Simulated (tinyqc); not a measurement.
Band gaps under pressure and temperature from deformation potentials, step by step. Values are carried at full precision from step to step, so a last printed digit may differ when a step is redone from the rounded ones.

Murnaghan: V/V0 = (1 + Bp P/B0)^(-1/Bp), B0 = (C11 + 2 C12)/3. Each gap moves by a ln(V/V0) with its volume potential a, and falls with temperature by aV T^2/(T + bV) (Varshni); the two effects are added. No change of phase is considered.

Inputs chosen for the exercise (near those of Si, the X and L potentials typical of such crystals; shifted at random, so the results belong to these values and not to a real crystal):
```
symbol  value                  unit    meaning
C11     165.4                  GPa
C12     63.2                   GPa
Bp      4.66                           pressure derivative of the bulk modulus
P       4.9                    GPa     pressure
Eg      4.23                   eV      gap at Gamma to the s-like level at 0 K, 0 GPa
EgX     1.147                  eV      gap to X at 0 K, 0 GPa
EgL     2.068                  eV      gap to L at 0 K, 0 GPa
aG      -12.49                 eV      volume potential of the Gamma gap
aX      1.57                   eV      volume potential of the X gap
aL      -3.48                  eV      volume potential of the L gap
aV      (0.377, 0.491, 0.467)  meV/K   Varshni alpha of Gamma, X, L
bV      (134, 611, 311)        K       Varshni beta of Gamma, X, L
T       77                     K       temperature
aT      2.6                    1e-6/K  linear thermal expansion near 300 K
```

## Volume under pressure

Give B0, V/V0, ln(V/V0), the change of the lattice constant and the linear estimate -P/B0.

B0 = 97.27 GPa
V/V0 = 0.95576
ln(V/V0) = -0.04525
change of a = -1.497 %
-P/B0 = -0.05038

The stiffening under pressure makes the compression 10.2 % smaller than the linear estimate.

## Gaps at P and T

Give both shifts and the gaps.

pressure shifts (eV): Gamma 0.5652, X -0.0710, L 0.1575

temperature shifts (eV): Gamma -0.0106, X -0.0042, L -0.0071

gaps (eV): Gamma 4.7846, X 1.0717, L 2.2183

The lowest valley is X (indirect gap), 1147 meV below L; at 0 K and 0 GPa it is X.

## Pressure coefficients

Expand in P: E = E0 + c1 P + c2 P^2 with c1 = -a/B0 and c2 = a Bp/(2 B0^2).

c1 (meV/GPa): Gamma 128.41, X -16.14, L 35.78

c2 (meV/GPa^2): Gamma -3.076, X 0.387, L -0.857

Gamma and L rise under pressure and X falls, as the signs of the volume potentials say.

## Pressures at which the valleys cross

Two gaps meet at ln(V/V0) = -(E_i - E_j)/(a_i - a_j), with the gaps at T and P = 0; then P = (B0/Bp)(exp(-Bp ln(V/V0)) - 1). A dash marks expansion or a compression beyond ln(V/V0) = -0.3.

Crossings:
```
pair     E_i - E_j (eV)  ln(V/V0)  P (GPa)
Gamma-X          3.0766    0.2188        -
Gamma-L          2.1585    0.2396        -
L-X              0.9181    0.1818        -
```

The lowest valley stays X down to ln(V/V0) = -0.3, far beyond the phase change of the real crystal near 12 GPa.

## How much of dE/dT is thermal expansion

At 300 K: dE/dT = -aV T (T + 2 bV)/(T + bV)^2; expansion alone gives 3 aT a; the rest is electron-phonon coupling.

dE/dT (meV/K): Gamma -0.3411, X -0.2701, L -0.3460

from expansion (meV/K): Gamma -0.0974, X 0.0122, L -0.0271

remainder (meV/K): Gamma -0.2436, X -0.2824, L -0.3189

Expansion supplies 29 % of the slope at Gamma and 8 % at L; at X it works against the fall.

## Checks

- Slope of the Gamma gap at P = 0 by finite differences against c1 (meV/GPa): both 128.41.

tinyqc: `OMP_NUM_THREADS=1 python tinyqc.py 1050336 1050337 out.jsonl`; about 0.01 s, one thread, shared Intel(R) Xeon(R) Processor @ 2.30GHz.
